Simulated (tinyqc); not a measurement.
Gate work function from the charge.

Question. For an undoped double gate, Q = 8 eps0 eps_r Vt beta tan(beta)/ts with 0 < beta < pi/2, and at the source (Vg - dphi)/(2 Vt) - ln[(2/ts) sqrt(2 eps0 eps_r Vt/(q ni))] = ln(beta) - ln(cos beta) + 2 r beta tan(beta), r = eps_r tox/(eox ts). Find beta and dphi.

Values chosen for this exercise; material values close to those of silicon: temperature T = 300 K; relative permittivity of the semiconductor eps_r = 11.6; relative permittivity of the gate insulator eox = 3.92; insulator thickness tox = 2.1 nm; body thickness ts = 5 nm; gate voltage Vg = 0.33 V.

Constants: q = 1.602176634e-19 C, kB = 1.380649e-23 J/K, Vt = kB T/q, eps0 = 8.8541878128e-14 F/cm where lengths are in cm. Results are converted to the units shown.

Qs = 39.788372 nC/cm^2
ni = 7.2653425e9 cm^-3

Answer. beta tan(beta) rises from 0 without bound on the interval, so the charge fixes beta; the second relation is then explicit in dphi.

beta = 0.3013
dphi = -0.1500 V

Program tinyqc, `OMP_NUM_THREADS=1 python tinyqc.py 2440119 2440120 out.jsonl`; Intel Xeon 2.30GHz, shared host, one thread, about 0.03 s.
